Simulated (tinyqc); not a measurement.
# Millisecond and nanosecond annealing: surface heating, thermal budget and solid-phase regrowth, step by step

A worked calculation. Computed by tinyqc, a small Python program that keeps every step. Command: `OMP_NUM_THREADS=1 python tinyqc.py 3002558 3002559 out.jsonl flash walk`. One thread of a shared host (Intel(R) Xeon(R) Processor @ 2.30GHz), about 0.01 s of CPU time with the checks. Intermediate numbers are printed to about 7 digits and carried at full precision; extremes and crossings named in words are read from the listed rows.

A square pulse heats the surface of a thick wafer with constant thermal properties; losses by radiation are neglected and silicon melts at 1414 C.

Inputs (values chosen for the exercise, modelled on hot silicon with phosphorus): incident fluence = 27.1 J/cm^2; pulse length t_p = 0.00068 s; reflectance R = 0.53; thermal conductivity k = 0.26 W/(cm K); heat capacity per volume c = 2.25 J/(cm^3 K); preheat temperature T0 = 400 C; wafer thickness d = 775 um; dopant prefactor D0 = 4.85 cm^2/s; dopant activation energy E = 3.69 eV; regrowth prefactor v0 = 5.7e+08 cm/s; regrowth energy E_v = 2.69 eV; amorphous layer = 6.4 nm.

Source: flash lamp.

Constants: k_B = 8.617333262e-05 eV/K.

## Peak temperature

Absorbed flux q = (1 - R) fluence/t_p; kappa = k/c. With f(z, t) = (2 q/k) sqrt(kappa t) ierfc(z/(2 sqrt(kappa t))), ierfc(x) = exp(-x^2)/sqrt(pi) - x erfc(x): T = T0 + f(z, t) during the pulse and T0 + f(z, t) - f(z, t - t_p) after it. At the surface the rise at the end of the pulse is 2 q sqrt(t_p/(pi k c)); the fluence that just melts the surface scales with (1414 - T0).

absorbed flux q = 18730.88 W/cm^2

kappa = 0.1155556 cm^2/s

thermal length sqrt(kappa t_p) = 88.64411 um

peak temperature = 1120.593 C

fluence at the melting threshold = 38.13444 J/cm^2

The heated layer is 11 % of the wafer thickness, so the cold bulk quenches the surface.

## Temperature in depth and time

The formulas are those given above.

Temperature (C):
```
t/t_p   surface  z = 0.5 thermal lengths     z = 1     z = 2
0.10    627.871                 437.8173  402.5178  400.0005
0.25    760.296                 527.4926  432.0930  400.6246
0.50    909.536                 652.6292  506.4120  410.8445
0.75   1024.052                 756.0411  582.6304  433.6212
1.00   1120.593                 845.8620  654.9852  464.1860
1.10    927.893                 841.1814  680.1800  477.7453
1.50    773.006                 747.1280  680.6583  525.2458
2.00    698.479                 685.5867  650.2731  548.6379
4.00    593.082                 589.6300  579.6419  544.7095
10.00   516.936                 516.1682  513.8948  505.2379
```

One tenth of a pulse length after the end the surface has lost 193 C: cooling starts as sqrt(t - t_p), much faster than heating ends.

## Thermal budget

Temperatures in kelvin are T(C) + 273.15. Integrate exp(-E/(k_B T(t))) at the surface from 0 to 10 t_p (Gauss-Legendre, 60 points in sqrt(t) up to t_p and 60 in sqrt(t - t_p) after it). (Dt) = D0 x integral with E; regrowth = v0 x integral with E_v; effective time = integral/exp(-E/(k_B T_peak)).

budget (Dt) = 1.794249e-17 cm^2

diffusion length 2 sqrt(Dt) = 0.08471716 nm

effective time over t_p = 0.1198629

possible regrowth = 118.2996 nm

Only 12.0 % of the pulse counts at the peak; the estimate 2 k_B T_peak^2/(E (T_peak - T0)) gives 12.6 %. The amorphous layer of 6.4 nm regrows fully. Caution: equilibrium diffusivities are used; implant damage enhances diffusion, and k and c vary with temperature. Caution: a diffusion length below the atomic spacing of 0.235 nm means about one jump per atom or fewer, so the profile does not change measurably.

## Same peak temperature, different pulse lengths

For each t_p the flux is set so that the peak temperature stays the same: q sqrt(t_p) is fixed.

Pulses:
```
t_p (s)   fluence (J/cm^2)    q (W/cm^2)  thermal length (um)  2 sqrt(Dt) (nm)  regrowth (nm)
1.00e-07      3.286358e-01  1.544588e+06         1.074968e+00     1.027346e-03   1.739700e-02
1.00e-06      1.039238e+00  4.884417e+05         3.399346e+00     3.248755e-03   1.739700e-01
1.00e-05      3.286358e+00  1.544588e+05         1.074968e+01     1.027346e-02   1.739700e+00
1.00e-04      1.039238e+01  4.884417e+04         3.399346e+01     3.248755e-02   1.739700e+01
3.00e-04      1.800012e+01  2.820019e+04         5.887841e+01     5.627008e-02   5.219099e+01
1.00e-03      3.286358e+01  1.544588e+04         1.074968e+02     1.027346e-01   1.739700e+02
3.00e-03      5.692139e+01  8.917684e+03         1.861899e+02     1.779416e-01   5.219099e+02
1.00e-02      1.039238e+02  4.884417e+03         3.399346e+02     3.248755e-01   1.739700e+03
```

Fluence and diffusion length grow as sqrt(t_p), regrowth as t_p. The layer of 6.4 nm regrows from t_p = 0.0001 s on among these rows, at a diffusion length of 0.032 nm. Caution: the shortest pulses need a source absorbed within their thermal length, and the longest also heat the back of the wafer, which the thick-wafer formula leaves out.

Checks made by the program: heat stored at the end of the pulse against the absorbed fluence (relative difference below 1e-10).
